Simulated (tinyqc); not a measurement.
Worked calculation: field-effect mobility of a thin-film transistor with band-tail and deep states (multiple trapping). Computed by tinyqc, a small Python program that keeps every step. Command: `OMP_NUM_THREADS=1 python tinyqc.py 3015829 3015830 out.jsonl tft walk`. One thread of a shared host (Intel(R) Xeon(R) Processor @ 2.30GHz), about 0.07 s of CPU time with the checks. Intermediate numbers are printed to about 5 digits and carried at full precision; extremes and crossings named in words are read from the listed rows.

A thick film in accumulation at small drain voltage. Only free electrons move; trapped ones still screen the gate. N_c and mu_0 are held fixed when T changes, leaving out the T^(3/2) growth of N_c. x = E_0 - psi is the distance of the Fermi level below the band edge.

Inputs (values chosen for the exercise, modelled on nanocrystalline ZnO):
```
quantity                                           value         unit
permittivity eps                                     8.5            -
effective density of states N_c                  4.4e+18       1/cm^3
band mobility mu_0                                    42   cm^2/(V s)
tail density at the edge g_t                     1.1e+20  1/(eV cm^3)
tail width E_t                                        56          meV
flat-band Fermi level below the edge, E_0           0.52           eV
equivalent oxide thickness t                          16           nm
surface band bending psi_s as a fraction of E_0     0.76            -
temperature T                                        300            K
```

Deep states: none.

Constants: k_B = 8.617333262e-05 eV/K; e = 1.602176634e-19 C; eps_0 = 8.8541878128e-12 F/m.

## Free and trapped densities

F_j(eta) = int_0^infinity x^j/(1 + exp(x - eta)) dx, without a gamma-function factor. Integrals over x = E/(k_B T) use 160 Gauss-Legendre points in u = sqrt(x) from 0 to sqrt(max(eta, 0) + 32). Free n(x) = N_c (2/sqrt(pi)) F_1/2(-x/k_B T), with F_1/2 from its two-term series in exp(-x/k_B T) for x >= 12 k_B T; tail n_t(x) = int_0^1.2eV g_t exp(-E/E_t)/(1 + exp((x - E)/k_B T)) dE, E counted down from the edge, 120 Gauss-Legendre points; space charge rho(psi) = n + n_t less its value at psi = 0.

Local densities at x = 0.4, 0.3, 0.2, 0.15, 0.1, 0.05, 0 and -0.05 eV:
```
x (eV)  n (1/cm^3)  n_t (1/cm^3)  n/(n + n_t)
0.40    8.3897e+11    7.1127e+15   1.1794e-04
0.30    4.0149e+13    4.2377e+16   9.4653e-04
0.20    1.9210e+15    2.5071e+17   7.6041e-03
0.15    1.3277e+16    6.0195e+17   2.1581e-02
0.10    9.1273e+16    1.3994e+18   6.1231e-02
0.05    6.0588e+17    2.9570e+18   1.7006e-01
0.00    3.3666e+18    4.9017e+18   4.0717e-01
-0.05   1.2004e+19    5.9007e+18   6.7043e-01
```

E_t/k_B T = 2.17: deep in the tail n_t follows exp(-x/E_t), more slowly than n, so the free share grows as the Fermi level rises.

## One gate voltage

Poisson: F(psi) = sqrt((2 e/(eps eps_0)) int_0^psi rho dpsi'); V_G - V_FB = psi_s + eps F(psi_s) t/3.9; free sheet density N_f = int (n - n(E_0))/F dpsi; induced sheet density N_i = eps eps_0 F(psi_s)/e; trapezoid rule on 301 even points in psi, the first interval left out of N_f. mu_eff = mu_0 N_f/N_i; field-effect mobility mu_FE = mu_0 e (dN_f/dV_G)/C_ox and swing S = dV_G/dlog10(N_f), by a central difference of +/- 2 mV in psi_s; C_ox = 3.9 eps_0/t.

surface field = 151.22 kV/cm

V_G - V_FB = 0.92254 V

free sheet density N_f = 7.8453e+09 1/cm^2

induced sheet density N_i = 7.1035e+11 1/cm^2

effective mobility mu_eff = 0.46386 cm^2/(V s)

field-effect mobility mu_FE = 1.2675 cm^2/(V s)

swing S = 444.65 mV/decade

1.1 % of the induced charge is free. mu_FE exceeds mu_eff because the free share is still growing with V_G. The swing is 7.47 times the ideal ln(10) k_B T/e.

## Transfer curve

The formulas are those given above.

Against the band bending:
```
psi_s (V)  V_G - V_FB (V)  N_f (1/cm^2)  mu_eff (cm^2/(V s))  mu_FE (cm^2/(V s))  S (mV/decade)
0.18               0.2507    1.5305e+07           6.7475e-03          7.5918e-03          144.8
0.26               0.4141    1.4746e+08           2.9829e-02          5.4547e-02          194.2
0.32               0.5877    8.5074e+08           9.9072e-02          2.2727e-01          268.9
0.37               0.7907    3.7207e+09           2.7577e-01          7.1823e-01          372.1
0.42               1.0780    1.6350e+10           7.7469e-01          2.1995e+00          534.0
0.46               1.3981    5.3127e+10           1.7657e+00          5.2254e+00          730.3
0.49               1.7104    1.2616e+11           3.2232e+00          9.5614e+00          947.7
0.53               2.2522    3.6854e+11           6.6720e+00          1.8294e+01         1446.6
0.57               2.9700    8.9657e+11           1.1648e+01          2.6772e+01         2404.3
```

The steepest swing among the rows is 145 mV/decade. mu_eff climbs from 0.0067 to 12, 28 % of mu_0 in the last row. Between rows 6 and 7 N_f scales as (V_G - V_FB - psi_s)^3.29; an exponential tail holding all the charge would give the larger of 1 and 2 E_t/k_B T - 1, here 3.33, and free charge alone 1.

Checks made by the program: tail integral against adaptive quadrature (relative difference below 1e-10).
